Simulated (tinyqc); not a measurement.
# Resistance of a source-drain extension with a graded tip: two studies

y runs along the channel, the gate covers y > 0. The doping is N0 for y < y0 and N0 10^(-(y - y0)/la) beyond, uniform over the depth xj. Sheet conductance s(y) = q mu(N) max(N - Nch, 0) xj + (for y > 0) ma Cox Vo, with mu(N) = u0 + (u1 - u0)/(1 + (N/Nr)^au) and Cox = eps0 eox/tox. Current is taken as one-dimensional; depletion of the tip, spreading and the contact are left out. The metallurgical junction lies at yj, where N = Nch.

Parameters, values chosen for the exercise; mobility law close to that of holes in silicon: relative permittivity of the gate insulator (close to aluminium oxide) eox = 8.91; insulator thickness tox = 3.9 nm; active doping of the extension far from the gate N0 = 2.3e20 cm^-3; lateral abruptness la = 2.3 nm/decade; position under the gate where the fall begins (gate edge at 0) y0 = 0.3 nm; depth of the extension xj = 22 nm; channel doping Nch = 3.8e17 cm^-3; spacer length Ls = 18 nm; gate overdrive Vo = 0.79 V; mobility of the gate-induced layer ma = 34 cm^2/(V s); mobility at low doping u1 = 470.5 cm^2/(V s); mobility at high doping u0 = 44.9 cm^2/(V s); reference doping Nr = 2.23e17 cm^-3; exponent au = 0.719; gate length Lg = 40 nm.

Constants: q = 1.602176634e-19 C, eps0 = 8.8541878128e-14 F/cm where lengths are in cm. Results are converted to the units shown.

Each table varies one quantity; the others keep the values above.

## Abruptness at a fixed junction position

R_spacer = integral of dy/s from -Ls to 0, R_ov from 0 to yj, R_channel = (Lg - 2 yj)/(ma Cox Vo), R_total = 2 R_spacer + 2 R_ov + R_channel. Electrical length L_eff = ma Cox dR_total/d(1/Vo); R_series = R_total - L_eff/(ma Cox Vo). y0 is moved with la so that yj stays at 6.6985 nm.

The same in every row: yj (nm) = 6.698; R_channel (ohm um) = 489.6.

Result of one run:
```
la (nm/decade)  R_spacer (ohm um)  R_ov (ohm um)  R_total (ohm um)  L_eff (nm)  R_series (ohm um)
2.9                         4.919          42.10             583.7       29.10              48.09
```

What becomes of these results when the lateral abruptness la is changed from 2.9 to 5.7 nm/decade, all else the same?

Result of the changed run:
```
la (nm/decade)  R_spacer (ohm um)  R_ov (ohm um)  R_total (ohm um)  L_eff (nm)  R_series (ohm um)
5.7                         20.97          68.09             667.8       31.26              92.42
```

The whole series:
```
la (nm/decade)  R_spacer (ohm um)  R_ov (ohm um)  R_total (ohm um)  L_eff (nm)  R_series (ohm um)
1                           4.655          15.72             530.4       27.47              24.87
1.9                         4.655          28.34             555.6       28.24              35.85
2.9                         4.919          42.10             583.7       29.10              48.09
3.8                         7.228          52.60             609.3       29.85              59.82
4.8                         13.02          61.71             639.1       30.63              75.30
5.7                         20.97          68.09             667.8       31.26              92.42
6.6                         31.18          73.23             698.5       31.82              112.8
7.6                         44.81          77.87             735.0       32.37              139.3
```

As la goes from 1 to 7.6 nm/decade, R_total rises from 530 to 735 ohm um, R_spacer rises from 4.65 to 44.8 ohm um and R_ov rises from 15.7 to 77.9 ohm um. R_total changes on average by 31.0 ohm um for each nm/decade. L_eff exceeds the metallurgical length by 0.863 nm in the first row and 5.76 nm in the last, since the gate also controls the lightly doped tips.

## Effect of the depth of the extension

Same model as above.

The same in every row: yj (nm) = 6.698; R_channel (ohm um) = 489.6.

Effect of the depth of the extension:
```
xj (nm)  R_spacer (ohm um)  R_ov (ohm um)  R_total (ohm um)  L_eff (nm)  R_series (ohm um)
4                    25.60          64.50             669.8       31.54              89.27
5.6                  18.29          58.11             642.4       30.86              74.42
7.7                  13.30          52.14             620.5       30.25              63.72
11                   9.309          45.63             599.5       29.62              54.34
15                   6.827          40.22             583.7       29.12              47.69
21                   4.876          34.68             568.7       28.65              41.52
29                   3.531          29.75             556.2       28.25              36.30
40                   2.560          25.27             545.3       27.91              31.60
```

What does the comparison show?

As xj goes from 4 to 40, R_total falls from 670 to 545 ohm um, L_eff falls from 31.5 to 27.9 nm and R_series falls from 89.3 to 31.6 ohm um.

tinyqc, about 0.04 s, one thread, Intel Xeon 2.30GHz (shared host): `OMP_NUM_THREADS=1 python tinyqc.py 2282207 2282208 out.jsonl`
